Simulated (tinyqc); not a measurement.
# Worked calculation: MOS inversion layer, Poisson-Schroedinger loop

Program tinyqc, `OMP_NUM_THREADS=1 python tinyqc.py 2160165 2160166 out.jsonl`; Intel Xeon 2.30GHz, shared host, one thread, about 0.4 s. Printed values are rounded.

Electrons confined at an insulator interface at z = 0, treated as a hard wall; parabolic valleys, Hartree approximation, no image or exchange terms. The depletion charge lies far deeper than the electrons and gives a uniform field q Nd/(eps0 eps_r); the gate balances all charge. Energies are counted from the band edge at the interface.

Parameters, values chosen for the exercise; masses and permittivity close to those of germanium (100):

| symbol | value | unit | meaning |
|---|---|---|---|
| T | 200 | K | temperature |
| eps_r | 15.9 |  | relative permittivity |
| mz1 | 0.119 | m0 | mass along z of valley set A (4 valley(s)) |
| md1 | 0.292 | m0 | in-plane density-of-states mass of set A |
| Ns | 1.7e12 | cm^-2 | sheet density of electrons |
| Nd | 3.5e12 | cm^-2 | sheet density of depletion charge |
| hz | 0.77 | nm | mesh step |
| a | 0.5 |  | mixing factor |

Constants: q = 1.602176634e-19 C, kB = 1.380649e-23 J/K, hbar = 1.054571817e-34 J s, m0 = 9.1093837015e-31 kg, Vt = kB T/q, eps0 = 8.8541878128e-14 F/cm where lengths are in cm, hbar^2/(2 m0) = 0.0380998212 eV nm^2. Results are converted to the units shown.

## Fixed part of the potential

| node | z (nm) |
|---|---|
| 1 | 0.77 |
| 2 | 1.54 |
| 3 | 2.31 |
| 4 | 3.08 |
| 5 | 3.85 |
| 6 | 4.62 |
| 7 | 5.39 |
| 8 | 6.16 |
| 9 | 6.93 |
| 10 | 7.7 |
| 11 | 8.47 |
| 12 | 9.24 |
| 13 | 10.01 |
| 14 | 10.78 |
| 15 | 11.55 |
| 16 | 12.32 |
| 17 | 13.09 |
| 18 | 13.86 |

V0 = q Nd z/(eps0 eps_r) in eV.

| node | fixed potential V0 (eV) |
|---|---|
| 1 | 0.0306707 |
| 2 | 0.0613413 |
| 3 | 0.0920120 |
| 4 | 0.1226827 |
| 5 | 0.1533534 |
| 6 | 0.1840240 |
| 7 | 0.2146947 |
| 8 | 0.2453654 |
| 9 | 0.2760361 |
| 10 | 0.3067067 |
| 11 | 0.3373774 |
| 12 | 0.3680481 |
| 13 | 0.3987188 |
| 14 | 0.4293894 |
| 15 | 0.4600601 |
| 16 | 0.4907308 |
| 17 | 0.5214014 |
| 18 | 0.5520721 |

## Round 1: levels and probability densities

| node | self-consistent potential U at the start (eV) |
|---|---|
| 1 | 0 |
| 2 | 0 |
| 3 | 0 |
| 4 | 0 |
| 5 | 0 |
| 6 | 0 |
| 7 | 0 |
| 8 | 0 |
| 9 | 0 |
| 10 | 0 |
| 11 | 0 |
| 12 | 0 |
| 13 | 0 |
| 14 | 0 |
| 15 | 0 |
| 16 | 0 |
| 17 | 0 |
| 18 | 0 |

Tridiagonal Hamiltonian with psi = 0 one step beyond both ends: H_ii = C (1/m_(i-1/2) + 1/m_(i+1/2))/hz^2 + V0_i + U_i, H_(i,i+1) = -C/(m_(i+1/2) hz^2), C = hbar^2/(2 m0). The lowest 2 level(s) are kept, normalised to hz sum |psi|^2 = 1. The mass is the same on all intervals.

levels (eV): A1 0.1854804, A2 0.3228263

| node | \|psi\|^2 of A1 (1/nm) | \|psi\|^2 of A2 (1/nm) |
|---|---|---|
| 1 | 0.0694912 | 0.0662804 |
| 2 | 0.2039880 | 0.1410844 |
| 3 | 0.2871463 | 0.0972763 |
| 4 | 0.2780651 | 0.0131924 |
| 5 | 0.2092645 | 0.0155615 |
| 6 | 0.1298694 | 0.1057548 |
| 7 | 0.0688126 | 0.1954205 |
| 8 | 0.0318483 | 0.2212836 |
| 9 | 0.0130854 | 0.1859971 |
| 10 | 0.0048309 | 0.1258621 |
| 11 | 0.0016178 | 0.0716509 |
| 12 | 0.0004951 | 0.0352674 |
| 13 | 0.0001394 | 0.0152874 |
| 14 | 0.0000363 | 0.0059083 |
| 15 | 0.0000087 | 0.0020482 |
| 16 | 0.0000019 | 0.0006325 |
| 17 | 0.0000004 | 0.0001654 |
| 18 | 0.0000001 | 0.0000281 |

## Round 1: Fermi level and occupations

Level k holds N_k = D_k Vt ln(1 + exp((EF - E_k)/Vt)) with D = 4 md1 m0 q/(pi hbar^2) per eV (spin included); EF is fixed by sum N_k = Ns.

EF = 0.1596920 eV
N_k (cm^-2): A1 1.699348e12, A2 6.515116e8

## Round 1: density, output potential and mixing

n_i = sum_k N_k |psi_k|^2 (converted to cm^-3). Hartree part by Gauss: on the interval before node i the electrons still beyond are S_i = Ns - hz sum_(j<i) n_j, and U_i = U_(i-1) + q S_i hz/(eps0 eps_r) in eV, U_0 = 0 at the interface. Mixing: U(new) = U + a (U(out) - U).

| node | n (1e18 cm^-3) | U(out) (eV) | U after round 1 (eV) |
|---|---|---|---|
| 1 | 1.181329 | 0.01489718 | 0.00744859 |
| 2 | 3.467386 | 0.02899726 | 0.01449863 |
| 3 | 4.880250 | 0.04075770 | 0.02037885 |
| 4 | 4.725381 | 0.04922517 | 0.02461259 |
| 5 | 3.556234 | 0.05450417 | 0.02725208 |
| 6 | 2.207622 | 0.05738358 | 0.02869179 |
| 7 | 1.170640 | 0.05877338 | 0.02938669 |
| 8 | 0.542656 | 0.05937329 | 0.02968665 |
| 9 | 0.223578 | 0.05960705 | 0.02980352 |
| 10 | 0.082914 | 0.05968994 | 0.02984497 |
| 11 | 0.027958 | 0.05971688 | 0.02985844 |
| 12 | 0.008644 | 0.05972496 | 0.02986248 |
| 13 | 0.002468 | 0.05972721 | 0.02986360 |
| 14 | 0.000655 | 0.05972779 | 0.02986390 |
| 15 | 0.000162 | 0.05972793 | 0.02986397 |
| 16 | 0.000037 | 0.05972796 | 0.02986398 |
| 17 | 0.000008 | 0.05972797 | 0.02986398 |
| 18 | 0.000001 | 0.05972797 | 0.02986398 |

## Course of the self-consistent loop

Start from U = 0. Stop when the largest |U(out) - U| is below 1e-7 eV, or after 60 rounds. From round 2 on: Anderson mixing of depth m keeps the last m inputs V and residuals F = V(out) - V(in), fits c by least squares to F = dF c over their successive differences dF, dV, and sets V(new) = V + a F - (dV + a dF) c. Here m = 4.

Course of the iteration:

| round | level A1 (eV) | EF (eV) | largest \|U(out) - U\| (eV) |
|---|---|---|---|
| 1 | 0.1854804 | 0.1596920 | 0.0597 |
| 2 | 0.2077488 | 0.1819618 | 0.0280 |
| 3 | 0.2278238 | 0.2020379 | 7.11e-4 |
| 4 | 0.2283418 | 0.2025558 | 3.53e-5 |
| 5 | 0.2283444 | 0.2025584 | 3.47e-6 |
| 6 | 0.2283442 | 0.2025582 | 1.16e-8 |

Converged in 6 rounds.

## Converged levels, occupations and centroid

| node | converged U (eV) |
|---|---|
| 1 | 0.01489718 |
| 2 | 0.02881795 |
| 3 | 0.04004332 |
| 4 | 0.04775223 |
| 5 | 0.05231294 |
| 6 | 0.05467371 |
| 7 | 0.05575771 |
| 8 | 0.05620423 |
| 9 | 0.05637077 |
| 10 | 0.05642746 |
| 11 | 0.05644520 |
| 12 | 0.05645032 |
| 13 | 0.05645170 |
| 14 | 0.05645205 |
| 15 | 0.05645213 |
| 16 | 0.05645214 |
| 17 | 0.05645215 |
| 18 | 0.05645215 |

Solve for the levels with V0 + U, find EF, n_i = sum_k N_k |psi_k|^2 (in cm^-3); share of each level N_k/Ns; centroid sum n z/sum n.

levels (eV): A1 0.2283442, A2 0.3724912
EF = 0.2025582 eV
shares (%): A1 99.97417, A2 0.02583

| node | n (1e18 cm^-3) |
|---|---|
| 1 | 1.447075 |
| 2 | 3.994636 |
| 3 | 5.211458 |
| 4 | 4.665683 |
| 5 | 3.260347 |
| 6 | 1.892217 |
| 7 | 0.944749 |
| 8 | 0.414932 |
| 9 | 0.162808 |
| 10 | 0.057739 |
| 11 | 0.018681 |
| 12 | 0.005557 |
| 13 | 0.001530 |
| 14 | 0.000392 |
| 15 | 0.000094 |
| 16 | 0.000021 |
| 17 | 0.000004 |
| 18 | 0.000001 |

centroid = 2.917878 nm

An 800-node mesh to 23 nm with 8 levels a set gives A1 = 0.2298 eV, EF = 0.2040 eV and a centroid of 2.955 nm; the levels kept above hold 100 % of the electrons there. The coarse centroid is 1.3 % below the fine one.

## Closed-form estimates

Triangular well: E_k = a_k (C F^2/mz)^(1/3), a_1 = 2.338107, a_2 = 4.087949, C = hbar^2/(2 m0), F in eV/nm. Fang-Howard (all electrons in the lowest level of set A): b^3 = 6 (mz1/C) q (Nd + 11 Ns/32)/(eps0 eps_r), centroid 3/b, level C b^2/(4 mz1) + (3/b) q (Nd + 11 Ns/16)/(eps0 eps_r). Use F = q (Nd + Ns)/(eps0 eps_r), the surface field, and F = q (Nd + Ns/2)/(eps0 eps_r).

A1 with the surface field = 0.2429042 eV
A1 with Nd + Ns/2 = 0.2156547 eV
A2 with Nd + Ns/2 = 0.3770509 eV
b = 0.9550405 1/nm
Fang-Howard centroid = 3.141228 nm
Fang-Howard level = 0.2399094 eV

Against the self-consistent A1 = 0.2298 eV on a fine mesh, the surface-field estimate is 5.7 % above it, the half-charge one 6.2 % below it and Fang-Howard 4.4 % above it. A1 holds 100 % of the electrons, and the Fang-Howard centroid is 6.3 % above the full one.
